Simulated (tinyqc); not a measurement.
# Double-gate transistor, scale length and short-channel effects: effects of single changes

A body of thickness ts between two insulators of thickness ti and two tied gates. Below threshold the potential that source and drain add obeys Laplace's equation and vanishes on the gate. Its lowest mode decays along the channel as exp(-k y); k is the smallest positive root of the matching condition at the interface, and the scale length is Lambda = pi/k.

Inputs (values chosen for the exercise); permittivities: semiconductor close to that of silicon, insulator close to that of silicon dioxide:
```
symbol  value  unit                                     meaning
T         273     K                                 temperature
eps_r    11.8        relative permittivity of the semiconductor
ei       3.84            relative permittivity of the insulator
ts        9.3    nm                              body thickness
L          64    nm                              channel length
Vbi      0.89     V                     potential of the source
sT       0.56     V   potential of the barrier top at threshold
Vds       0.6     V                               drain voltage
```

Constants: q = 1.602176634e-19 C, kB = 1.380649e-23 J/K, Vt = kB T/q. Results are converted to the units shown.

Each table varies one quantity; the others keep the values above.

## A higher permittivity at fixed equivalent oxide thickness

k is the smallest positive root of f(k) = ei cos(k ti) cos(k ts/2) - eps_r sin(k ti) sin(k ts/2). Along the channel psi(y) = s + a exp(y/l) + b exp(-y/l) with psi(0) = Vbi, psi(L) = Vbi + Vds and l = 1/k = Lambda/pi; with A = Vbi - s, B = A + Vds, x = exp(-L/l): a = (B - A x) x/(1 - x^2), b = (A - B x)/(1 - x^2). The minimum is s + 2 sqrt(a b), at y = (l/2) ln(b/a). The long-channel potential follows the gate as s = sT + (Vg - VTL)/m, and the threshold VT is the gate voltage at which the minimum equals sT. Swing = m Vt ln 10/g at threshold, g = d(minimum)/ds = 1 - (b x + a)/((1 + x) sqrt(a b)). DIBL = [VT(0.05 V) - VT(Vds)]/(Vds - 0.05 V). sT and Vbi are held fixed; m = 1. The equivalent oxide thickness 3.9 ti/ei is held at 2.2 nm, so ti = 2.2 ei/3.9 nm.

A higher permittivity at fixed equivalent oxide thickness:
```
ei   ti (nm)  Lambda (nm)  L/Lambda  DIBL (mV/V)  swing (mV/decade)
3.9    2.200        19.81     3.231        4.621              54.95
5      2.821        20.02     3.196        4.884              54.99
7.5    4.231        20.72     3.089        5.801              55.14
10     5.641        21.71     2.948        7.282              55.39
15     8.462        24.57     2.605        12.71              56.29
20     11.28        28.38     2.255        22.78              57.93
25     14.10        32.83     1.949        38.63              60.45
35     19.74        42.74     1.498        89.49              68.21
```

Read the table: what changes, and by how much?

As ei goes from 3.9 to 35, Lambda rises from 19.8 to 42.7 nm, DIBL rises from 4.62 to 89.5 mV/V and the swing rises from 54.9 to 68.2 mV a decade. The ratio ei/ti is the same in every row, yet the insulator grows from 2.20 to 19.7 nm, and drain fields reach the channel sideways through it. At ei = 35 L is under 1.5 Lambda, where higher modes, left out of the one-mode potential, count.

## Effect of the insulator thickness

Same model as above.

Effect of the insulator thickness:
```
ti (nm)  Lambda (nm)  L/Lambda  VT - VTL at Vds (mV)  DIBL (mV/V)  swing (mV/decade)
0.73           13.47     4.752               -0.6357       0.4171              54.24
0.95           14.57     4.393                -1.119       0.7347              54.29
1.2            15.75     4.063                -1.881        1.235              54.38
1.6            17.51     3.654                -3.587        2.357              54.57
2.1            19.54     3.275                -6.548        4.307              54.90
2.7            21.79     2.938                -11.23        7.399              55.41
3.5            24.54     2.608                -19.15        12.66              56.28
```

Read the table: what changes, and by how much?

As ti goes from 0.73 to 3.5 nm, Lambda rises from 13.5 to 24.5 nm, DIBL rises from 0.417 to 12.7 mV/V and the swing rises from 54.2 to 56.3 mV a decade. On average Lambda goes as ti^(0.38).

Numbers from tinyqc (`OMP_NUM_THREADS=1 python tinyqc.py 2420122 2420123 out.jsonl`; about 0.01 s on one thread of a shared Intel Xeon 2.30GHz).
